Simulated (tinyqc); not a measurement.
Worked calculation: interband optics of a two-band s-p chain from momentum matrix elements. Values are carried at full precision from step to step, so a last printed digit may differ when a step is redone from the rounded ones.

H(k) = [[Es - 2 ts cos ka, 2i V sin ka], [-2i V sin ka, Ep_ + 2 tp cos ka]] in the basis s, p; the lower band is full, with two electrons a cell. The velocity operator times hbar is W = dH/dk (eV angstrom); intra-atomic dipoles are left out.

Constants: hbar^2/2m0 = 3.80998211 eV angstrom^2; e^2/(4 pi eps0) = 14.39964547 eV angstrom.

Inputs chosen for the exercise: a = 2.98 angstrom (period); Es = 2.18 eV (upper orbital (s)); Ep_ = -3 eV (lower orbital (p)); ts = 0.48 eV (s-s hopping); tp = 0.31 eV (p-p hopping); V = 1.15 eV (s-p hopping); k = 0.37 2 pi/a (wave vector); N = 8 (k points); Ar = 11.1 angstrom^2 (cross-section per chain); eta = 0.3 eV (Lorentzian half width); E = 1.97 eV (photon energy).

## Hamiltonian and velocity at one k

Form H and W = dH/dk.

H (eV):
```
          s        p
s    2.8372  1.6766i
p  -1.6766i  -3.4244
```

W (eV angstrom):
```
         s         p
s   2.0854  -4.6919i
p  4.6919i   -1.3468
```

## Matrix element between the bands

Diagonalise H, transform W, and form w = |W_cv|^2, the Kane-type energy w/c and the oscillator strength f = w/(c D), c = hbar^2/2m0, D = Ec - Ev.

Ev, Ec (eV): -3.8451  3.2578

weights:
```
        v       c
s  0.0592  0.9408
p  0.9408  0.0592
```

slopes dEv/dk, dEc/dk (eV angstrom): 1.071  -0.333

w = 24.466 eV^2 angstrom^2
w/c = 6.422 eV
f = 0.904

## Transitions on the mesh

At each k_j = (j + 1/2)/N (2 pi/a) up to the zone edge give D = Ec - Ev, w = |<c|W|v>|^2 and f = w/(c D), c = hbar^2/2m0; the other half of the zone repeats the values.

Transitions:
```
k (2 pi/a)  D (eV)  w (eV^2 angstrom^2)      f
0.0625      4.1157               28.500  1.817
0.1875      6.2446                0.195  0.008
0.3125      7.1780               11.570  0.423
0.4375      6.8691               40.344  1.542
```

D runs from 4.116 to 7.178 eV on the mesh; f is largest at k = 0.0625.

## Dielectric function from the table

With w(k) = |<c|W|v>|^2 and D(k) = Ec - Ev, on the mesh k_j = (j + 1/2)/N (2 pi/a): eps(E) = 1 + (8 pi e2/(a Ar)) mean_j (w/D^2) [1/(D - E - i eta) + 1/(D + E + i eta)], e2 = e^2/(4 pi eps0); light polarised along the chains, no local fields.

Take the mean over the rows. Also eps(0) at eta = 0, and the effective electrons per cell n_eff = 2 mean(f).

eps(E) = 4.787+0.282i
eps(0) = 4.093
n_eff = 1.895

On a mesh of 2000 points the values are 5.428+0.404i, 4.490 and 1.959. n_eff need not equal the 2 electrons of the cell: a two-orbital basis with chosen hoppings does not obey the sum rule of free electrons.

## Checks

- Curvature of the lower band against <v|d2H/dk2|v> - 2 w/D (eV angstrom^2): both 3.340.
- Zone mean of 2 w/D against the zone mean of <v|d2H/dk2|v>, the f-sum rule of a full band (eV angstrom^2): both 7.4645.

tinyqc: `OMP_NUM_THREADS=1 python tinyqc.py 1650937 1650938 out.jsonl`; about 0.01 s, one thread, shared Intel(R) Xeon(R) Processor @ 2.30GHz.
